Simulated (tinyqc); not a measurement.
## Conduction-band offset of an n-N heterojunction from carrier-profile moments: an error in the interface position

Layer 1 (x < 0) accumulates electrons and layer 2 (x > 0) is depleted. Boltzmann statistics. The bands bend down by V1 in layer 1 and up by V2 in layer 2, with V1 + V2 = VD = dE + Vt ln[(N2/Nc2)/(N1/Nc1)].

A C-V profile smears n(x) but keeps its zeroth and first moments: si = -int (N - n) dx, VD = (q/(eps0 eps_r)) int (N - n) x dx, dE = VD - Vt ln[(N2/Nc2)/(N1/Nc1)]. With the step of N placed at xi and the moment taken about xi, VD changes by (q/(eps0 eps_r)) [si xi + (N2 - N1) xi^2/2] and si by (N2 - N1) xi.

Parameters, values chosen for the exercise; values of the order of III-V alloys:
- eps_r = 12.8 (relative permittivity of both layers)
- N1 = 3e15 cm^-3 (donor density in layer 1)
- N2 = 7.7e15 cm^-3 (donor density in layer 2)
- si = 0 cm^-2 (fixed charge at the interface)

Constants: q = 1.602176634e-19 C, eps0 = 8.8541878128e-14 F/cm where lengths are in cm. Results are converted to the units shown.

Result of one run:
```
error of si (cm^-2)  error of dE (meV)
-1.058e10                        1.682
```

Which assumed position of the interface xi gave this result: -30, -22.5, 0 or 7.5 nm?

xi = -22.5 nm.

The whole series:
```
xi (nm)  error of si (cm^-2)  error of dE (meV)
-30                -1.410e10              2.990
-22.5              -1.058e10              1.682
-15                 -7.050e9             0.7475
-7.5                -3.525e9             0.1869
0                          0                  0
7.5                  3.525e9             0.1869
15                   7.050e9             0.7475
22.5                1.058e10              1.682
30                  1.410e10              2.990
```

Among the rows the error of dE lies between 0 and 2.99 meV, quadratic in xi, since without interface charge the first-order term vanishes; the error of si is linear, 4.70e8 cm^-2 a nanometre.

tinyqc, about 0.1 s, one thread, Intel Xeon 2.30GHz (shared host): `OMP_NUM_THREADS=1 python tinyqc.py 2410115 2410116 out.jsonl`
